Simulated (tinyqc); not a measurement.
Inside a calculation. Method: Hueckel theory of the pi electrons with the omega technique, for the molecule [CH2+]c1ccccc1 (SMILES; centres numbered as the heavy atoms are written). One step of it, computed by the program tinyqc.

Question. Orbitals, round 1. Diagonalise; E = alpha + x beta with beta < 0, so the largest x are filled first; degenerate levels share their electrons. P = sum n_i c_ri c_si; each orbital has its largest coefficient positive (the first on a tie).

Hueckel matrix in units of beta (H = alpha + beta A), lower triangle:
```
,1C,2C,3C,4C,5C,6C,7C
1C,0.000000
2C,1.000000,0.000000
3C,0.000000,1.000000,0.000000
4C,0.000000,0.000000,1.000000,0.000000
5C,0.000000,0.000000,0.000000,1.000000,0.000000
6C,0.000000,0.000000,0.000000,0.000000,1.000000,0.000000
7C,0.000000,1.000000,0.000000,0.000000,0.000000,1.000000,0.000000
```

pi electrons, sum of z_r less the charge = 6

Give: x values; occupations; coefficients; charge and bond-order matrix P.

Answer.

x values: 2.101  1.259  1.000  0.000  -1.000  -1.259  -2.101

occupations: 2.000  2.000  2.000  0.000  0.000  0.000  0.000

coefficients:
```
,MO1,MO2,MO3,MO4,MO5,MO6,MO7
1C,0.238,-0.397,0.000,0.756,0.000,-0.397,-0.238
2C,0.500,-0.500,0.000,0.000,0.000,0.500,0.500
3C,0.406,-0.116,0.500,-0.378,0.500,-0.116,-0.406
4C,0.354,0.354,0.500,0.000,-0.500,-0.354,0.354
5C,0.337,0.562,0.000,0.378,0.000,0.562,-0.337
6C,0.354,0.354,-0.500,0.000,0.500,-0.354,0.354
7C,0.406,-0.116,-0.500,-0.378,-0.500,-0.116,-0.406
```

charge and bond-order matrix P, lower triangle:
```
,1C,2C,3C,4C,5C,6C,7C
1C,0.429
2C,0.635,1.000
3C,0.286,0.523,0.857
4C,-0.112,0.000,0.705,1.000
5C,-0.286,-0.225,0.143,0.635,0.857
6C,-0.112,0.000,-0.295,0.000,0.635,1.000
7C,0.286,0.523,-0.143,-0.295,0.143,0.705,0.857
```
